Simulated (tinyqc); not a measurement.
Worked calculation: Pariser-Parr-Pople SCF with singles CI, for the molecule C=CC(=C)C(F)=CF (SMILES; centres numbered as the heavy atoms are written). One step of it, computed by the program tinyqc.

Question. PPP integrals. Mataga-Nishimoto: gamma = 14.399645/(R + a), a = 2 x 14.399645/(gamma_rr + gamma_ss); H_rr = -W_r - sum_(s != r) z_s gamma_rs; H_rs = beta for bonds.

Centres (angstrom, eV; a flat drawing with bonds scaled to 1.40 angstrom):
```
centre          x          y  core charge z          W   gamma_rr
1C       2.113000   1.277000              1  11.160000  11.130000
2C       1.969000  -0.116000              1  11.160000  11.130000
3C       0.691000  -0.687000              1  11.160000  11.130000
4C       0.546000  -2.080000              1  11.160000  11.130000
5C      -0.443000   0.134000              1  11.160000  11.130000
6F      -0.299000   1.526000              2  39.000000  21.400000
7C      -1.721000  -0.438000              1  11.160000  11.130000
8F      -2.855000   0.384000              2  39.000000  21.400000
```

Resonance integrals (eV):
```
i  j       beta
1  2  -2.390000
2  3  -2.390000
3  4  -2.390000
3  5  -2.390000
5  6  -2.100000
5  7  -2.390000
7  8  -2.100000
```

Give: repulsion gamma_rs; core matrix H.

Answer.

repulsion gamma_rs (eV), lower triangle:
```
         1C       2C       3C       4C       5C       6F       7C       8F
1C  11.1300
2C   5.3447  11.1300
3C   3.8724   5.3460  11.1300
4C   2.8808   3.8718   5.3445  11.1300
5C   3.5175   3.8722   5.3455   3.8723  11.1300
6F   4.3502   3.9073   4.3508   3.1379   6.3025  21.4000
7C   2.6210   2.8812   3.8723   3.5182   5.3452   4.3503  11.1300
8F   2.4271   2.5108   3.1375   2.8317   4.3500   4.1469   6.2993  21.4000
```

core matrix H (eV), lower triangle:
```
          1C        2C        3C        4C        5C        6F        7C        8F
1C  -42.9510
2C   -2.3900  -45.3121
3C    0.0000   -2.3900  -49.9174
4C    0.0000    0.0000   -2.3900  -42.5868
5C    0.0000    0.0000   -2.3900    0.0000  -54.4179
6F    0.0000    0.0000    0.0000    0.0000   -2.1000  -73.6927
7C    0.0000    0.0000    0.0000    0.0000   -2.3900    0.0000  -50.6971
8F    0.0000    0.0000    0.0000    0.0000    0.0000    0.0000   -2.1000  -68.8502
```
